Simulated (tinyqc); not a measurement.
Screening unbinds the donor: static screening by free carriers.

kF = (3 pi^2 n/Mv)^(1/3), EF = c kF^2/m with c = hbar^2/2m0, n in 1/angstrom^3 (1e-24 per 1/cm^3), e2 = e^2/(4 pi eps0). Thomas-Fermi: qTF^2 = 6 pi e2 n/(eps EF). Debye: qD^2 = 4 pi e2 n/(eps kB T).

F_j(eta) = (1/Gamma(j + 1)) integral_0^infinity x^j dx/(1 + exp(x - eta)), which tends to exp(eta) for eta << 0.

At finite T: qs^2 = qD^2 F_-1/2(eta)/F_1/2(eta), where n = Mv N F_1/2(eta) and N = 2 (m kB T/(4 pi c))^(3/2) with c = hbar^2/2m0, in 1/angstrom^3; times 1e24 for 1/cm^3.

Donor in the screened potential -(e2/eps) exp(-qs r)/r with the trial function exp(-r/a): E(a) = c/(m a^2) - (e2/eps) 4/(a (2 + qs a)^2), e2 = e^2/(4 pi eps0), c = hbar^2/2m0; isotropic mass.

Constants: hbar^2/2m0 = 3.80998211 eV angstrom^2; e^2/(4 pi eps0) = 14.39964547 eV angstrom; kB = 8.617333262e-05 eV/K; a0 (Bohr radius) = 0.5291772105 angstrom.

Values chosen for the exercise (near those of GaN; the results hold for these values, not for the real material): m = 0.208 m0 (mass of one isotropic valley); Mv = 1 (valleys); eps = 8.94 (background dielectric constant); T = 400 K.

All carriers n are taken as free and screen with qs(T); E(a) is minimised over a; a dash marks no bound state. aB = a0 eps/m.

Donor level:

| n (1/cm^3) | n^(1/3) aB | qs aB | E (meV) | a/aB |
|---|---|---|---|---|
| 7.0e+14 | 0.020 | 0.015 | -34.39 | 1.000 |
| 5.0e+15 | 0.039 | 0.039 | -32.73 | 1.001 |
| 3.0e+16 | 0.071 | 0.095 | -29.11 | 1.006 |
| 8.0e+16 | 0.098 | 0.155 | -25.58 | 1.015 |
| 2.0e+17 | 0.133 | 0.244 | -20.88 | 1.036 |
| 6.0e+17 | 0.192 | 0.415 | -13.41 | 1.100 |
| 1.0e+18 | 0.227 | 0.527 | -9.51 | 1.161 |
| 4.0e+18 | 0.361 | 0.940 | -0.62 | 1.739 |

aB = 22.7 angstrom

What can be read from this table?

The level rises from -34.39 meV at the lowest density to -0.62 meV at 4e+18 1/cm^3, against -35.41 meV unscreened. It stays bound over this range. This trial function loses binding at qs aB = 1 and the exact Yukawa problem at 1.19; the Mott rule of thumb is n^(1/3) aB = 0.26, which the last bound row of this table passes: the rule belongs to low temperature, and thermal carriers screen more weakly.

tinyqc: `OMP_NUM_THREADS=1 python tinyqc.py 1680728 1680729 out.jsonl`; about 0.01 s, one thread, shared Intel(R) Xeon(R) Processor @ 2.30GHz.
